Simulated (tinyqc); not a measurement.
Comparisons within one model: Shockley-Read-Hall recombination through one deep level. A value that a table varies takes the place of the one given here.

One level at Et with degeneracy 1: tn = 1/(sn vth Nt), tp = 1/(sp_ vth Nt), n1 = Nc exp((Et - Eg)/kT), p1 = Nv exp(-Et/kT), ni^2 = n1 p1. Equilibrium p0 = Nm, n0 = ni^2/Nm; n = n0 + dn, p = p0 + dn. U = (n p - ni^2)/(tp (n + n1) + tn (p + p1)), lifetime dn/U; emission rates en = sn vth n1, ep = sp_ vth p1.

Constants: kB = 8.617333262e-05 eV/K.

Inputs chosen for the exercise (gap and densities of states near those of Si at this temperature; not measured data): E1 = 0.472 eV (level (0/-1) above Ev); E2 = 0.867 eV (level (-1/-2) above Ev); gm = 2 (degeneracy of the middle state, the others 1); T = 250 K; Eg = 1.138 eV (gap); Nc = 2.08e+19 1/cm^3 (conduction-band density of states); Nv = 8.64e+18 1/cm^3 (valence-band density of states); Nd = -8.6e+13 1/cm^3 (ionised shallow donors minus acceptors); Et = 0.867 eV (recombination level above Ev); Nt = 9.3e+13 1/cm^3 (defects); sn = 4.1e-15 cm^2 (electron capture cross-section); sp_ = 6.9e-15 cm^2 (hole capture cross-section); vth = 17000000 cm/s (thermal velocity, both carriers); Nm = 2.4e+15 1/cm^3 (equilibrium holes for the lifetime steps); dn = 1.8e+15 1/cm^3 (excess pairs).

## Charge state against the Fermi level (deep level with several charge states)

Energies from Ev. The defect has charge states 0, -1, -2 with weights 1, gm exp((EF - E1)/kT), exp((2 EF - E1 - E2)/kT); the shares are the weights over their sum. Boltzmann carriers: n = Nc exp((EF - Eg)/kT), p = Nv exp(-EF/kT). Neutrality: p - n + Nd + Nt <q> = 0.

Shares:

| EF (eV) | 0 | -1 | -2 | <q> |
|---|---|---|---|---|
| 0.068 | 1.000 | 0.000 | 0.000 | 0.000 |
| 0.159 | 1.000 | 0.000 | 0.000 | 0.000 |
| 0.250 | 1.000 | 0.000 | 0.000 | 0.000 |
| 0.341 | 0.995 | 0.005 | 0.000 | -0.005 |
| 0.432 | 0.762 | 0.238 | 0.000 | -0.238 |
| 0.523 | 0.045 | 0.955 | 0.000 | -0.955 |
| 0.615 | 0.001 | 0.999 | 0.000 | -0.999 |
| 0.706 | 0.000 | 1.000 | 0.000 | -1.000 |
| 0.797 | 0.000 | 0.981 | 0.019 | -1.019 |
| 0.888 | 0.000 | 0.430 | 0.570 | -1.570 |
| 0.979 | 0.000 | 0.011 | 0.989 | -1.989 |
| 1.070 | 0.000 | 0.000 | 1.000 | -2.000 |

Where the levels are several kT apart the middle state rules between about E1 - kT ln gm = 0.457 and E2 + kT ln gm = 0.882 eV; its largest share listed is 1.000. Each step spreads from 10 % to 90 % over 4.4 kT = 0.095 eV.

## Defects against doping (deep level with several charge states)

Nt takes the listed multiples of |Nd|; the resistivity uses mobilities of 1000 (electrons) and 300 (holes) cm^2/(V s), chosen for the exercise, and e = 1.602176634e-19 C.

Neutral state:

| Nt/\|Nd\| | EF (eV) | n (1/cm^3) | p (1/cm^3) | rho (ohm cm) |
|---|---|---|---|---|
| 0.01 | 0.2481 | 23.9 | 8.60e+13 | 242 |
| 0.10 | 0.2481 | 23.9 | 8.60e+13 | 242 |
| 0.30 | 0.2481 | 23.9 | 8.60e+13 | 242 |
| 0.60 | 0.2481 | 23.9 | 8.60e+13 | 242 |
| 0.90 | 0.2481 | 23.9 | 8.60e+13 | 242 |
| 1.10 | 0.2481 | 23.9 | 8.60e+13 | 242 |
| 1.50 | 0.2481 | 23.9 | 8.60e+13 | 242 |
| 3.00 | 0.2481 | 23.9 | 8.60e+13 | 242 |
| 10.00 | 0.2481 | 23.9 | 8.61e+13 | 242 |

EF moves by less than 10 meV: at this EF the defects are neutral on average, so they neither give nor take carriers.

## Lifetime against injection

Recombination:

| dn (1/cm^3) | lifetime (microsecond) | U (1/(cm^3 s)) |
|---|---|---|
| 1.0e+11 | 0.1570 | 6.37e+17 |
| 1.0e+12 | 0.1570 | 6.37e+18 |
| 1.0e+13 | 0.1574 | 6.35e+19 |
| 1.0e+14 | 0.1606 | 6.23e+20 |
| 1.0e+15 | 0.1832 | 5.46e+21 |
| 1.0e+16 | 0.2287 | 4.37e+22 |
| 1.0e+17 | 0.2439 | 4.10e+23 |
| 1.0e+18 | 0.2457 | 4.07e+24 |

The lifetime rises from 0.157 to 0.2457 microsecond; tn + tp = 0.2459. At low injection it is tn (1 + p1/p0) + tp n1/p0 with n1/Nm = 0.03 and p1/Nm = 1.2e-14: re-emission lengthens it to 1.02 times the minority capture time. Auger and radiative paths are left out; they cut in at the highest injections, and in a doped direct-gap crystal the radiative one counts at all injections. dn = dp neglects trapped charge, which matters where the traps hold a charge comparable with dn, at low injection and with very unequal cross sections.

## Where a level does most harm

Et takes the values listed; G = Nt en ep/(en + ep) in a depleted region; the lifetime is for dn = 1e11 1/cm^3.

Results:

| Et (eV) | lifetime (microsecond) | G (1/(cm^3 s)) |
|---|---|---|
| 0.068 | 23.8 | 3.63e+04 |
| 0.159 | 0.500 | 2.48e+06 |
| 0.250 | 0.159 | 1.69e+08 |
| 0.341 | 0.154 | 1.16e+10 |
| 0.432 | 0.154 | 7.90e+11 |
| 0.523 | 0.154 | 5.29e+13 |
| 0.615 | 0.154 | 3.73e+13 |
| 0.706 | 0.154 | 5.52e+11 |
| 0.797 | 0.154 | 8.08e+09 |
| 0.888 | 0.162 | 1.18e+08 |
| 0.979 | 0.649 | 1.73e+06 |
| 1.070 | 34.0 | 2.54e+04 |

Generation peaks where en = ep, at Eg/2 + (kT/2) ln(sp_ Nv/(sn Nc)) = 0.565 eV; the largest value listed is at 0.523 eV, and G falls by a decade for each 0.050 eV away from the peak. The lifetime is within a factor 2 of its minimum, 0.154 microsecond, from 0.250 to 0.888 eV: recombination tolerates a wide range of Et, generation a narrow one.

## What moves lifetime and leakage

G = Nt en ep/(en + ep). Each row changes one parameter from the base and keeps the others.

Results:

| case | lifetime (microsecond) | G (1/(cm^3 s)) |
|---|---|---|
| base | 0.1951 | 3.14e+08 |
| Et = 0.907 eV | 0.2036 | 4.90e+07 |
| sn = 8.2e-15 cm^2 | 0.1180 | 3.14e+08 |
| sp_ = 1.38e-14 cm^2 | 0.1747 | 6.27e+08 |
| Nt = 4.65e+13 1/cm^3 | 0.3902 | 1.57e+08 |
| Nm = 7.2e+15 1/cm^3 | 0.1733 | 3.14e+08 |
| dn = 5.4e+15 1/cm^3 | 0.2186 | 3.14e+08 |

The largest shifts from the base row, up to three for each result and ties (the steps differ in size, so this ranks the rows, not the parameters). lifetime (microsecond): Nt +0.195, sn -0.0771, dn +0.0235. G (1/(cm^3 s)): sp_ +3.14e+08, Et -2.65e+08, Nt -1.57e+08; unchanged at the printed digits by sn, Nm and dn.

tinyqc: `OMP_NUM_THREADS=1 python tinyqc.py 1652446 1652447 out.jsonl`; about 0.01 s, one thread, shared Intel(R) Xeon(R) Processor @ 2.30GHz.
